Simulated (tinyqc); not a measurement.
# Worked calculation: interface traps from C-V curves, high-low and Terman methods

Program tinyqc, `OMP_NUM_THREADS=1 python tinyqc.py 2030108 2030109 out.jsonl`; Intel Xeon 2.30GHz, shared host, one thread, about 0.01 s. Printed values are rounded.

MOS capacitor on an n-type substrate; psi is the band bending, negative in depletion; only majority carriers are counted. At the bending psi the Fermi level lies y = xi - psi below the conduction edge at the surface, xi = Vt ln(Nc/Nd). Dit(y) = D0 + D1 exp(-y/E1); traps fill up to the Fermi level, follow the bias and a slow signal, and do not follow a fast one. V is the gate voltage from flat band.

Parameters, values chosen for the exercise; band and dielectric values close to those of gallium arsenide: temperature T = 300 K; relative permittivity eps_r = 12.7; conduction-band density of states at T Nc = 4.39e17 cm^-3; donor density Nd = 4.4e16 cm^-3; equivalent oxide thickness EOT = 5.7 nm; trap density far from the band edge D0 = 3.2e11 cm^-2 eV^-1; band-tail density at the conduction edge D1 = 4.6e12 cm^-2 eV^-1; decay energy of the tail E1 = 0.16 eV; points n = 8; deepest band bending pa = -0.9 V; shallowest band bending pb = -0.039 V.

Constants: q = 1.602176634e-19 C, kB = 1.380649e-23 J/K, Vt = kB T/q, eps0 = 8.8541878128e-14 F/cm where lengths are in cm. Results are converted to the units shown.

Range of the model: Traps more than about 25 kB T below the conduction edge emit electrons too slowly to follow an ordinary sweep, so the deepest points are idealised.

## The curves

Cox = 3.9 eps0/EOT, LD = sqrt(eps0 eps_r Vt/(q Nd)), u = psi/Vt, Cd = (eps0 eps_r/(sqrt(2) LD)) |exp(u) - 1|/sqrt(exp(u) - u - 1). Ideal V0 = psi - sqrt(2) (eps0 eps_r Vt/LD) sqrt(exp(u) - u - 1)/Cox for psi < 0; the traps add dV = (q/Cox) times the integral of Dit from 0 to psi = (q/Cox) [D0 psi + D1 E1 exp(-xi/E1) (exp(psi/E1) - 1)]. 1/C_HF = 1/Cox + 1/Cd, 1/C_LF = 1/Cox + 1/(Cd + q Dit). Take n equally spaced psi from pa to pb.

```
point    psi (V)    y (eV)  Dit (cm^-2 eV^-1)    V0 (V)     V (V)  C_HF (nF/cm^2)  C_LF (nF/cm^2)
0      -0.900000  0.959468         3.31440e11  -1.09432  -1.30423         60.6007         100.466
1      -0.777000  0.836468         3.44677e11  -0.95713  -1.15607         64.8632         105.580
2      -0.654000  0.713468         3.73231e11  -0.81873  -1.00605         70.2268         113.213
3      -0.531000  0.590468         4.34823e11  -0.67872  -0.85303         77.2800         125.471
4      -0.408000  0.467468         5.67680e11  -0.53648  -0.69476         87.1854         146.251
5      -0.285000  0.344468         8.54263e11  -0.39081  -0.52654         102.704         182.186
6      -0.162000  0.221468         1.47244e12  -0.23870  -0.33787         132.912         243.153
7      -0.039000  0.098468         2.80590e12  -0.06755  -0.09988         224.608         345.949
```

Cox = 605.813 nF/cm^2

At the deepest bending the traps stretch the gate voltage from -1.09 to -1.30 V.

## High-low extraction

q Dit = (1/C_LF - 1/Cox)^(-1) - (1/C_HF - 1/Cox)^(-1) at each point.

Dit by high-low, point 0 to 7 (cm^-2 eV^-1): 3.31440e11  3.44677e11  3.73231e11  4.34823e11  5.67680e11  8.54263e11  1.47244e12  2.80590e12

With a true high-frequency curve this returns Dit exactly.

## Terman extraction

psi at each point follows from C_HF and the ideal curve. Dit = (Cox/q) d(V - V0)/dpsi by central differences over the two neighbours.

Dit by Terman, point 1 to 6 (cm^-2 eV^-1): 3.47181e11  3.78631e11  4.46471e11  5.92807e11  9.08463e11  1.58936e12

The differences overstate the curved tail; the largest error is 7.9 %, at point 6.
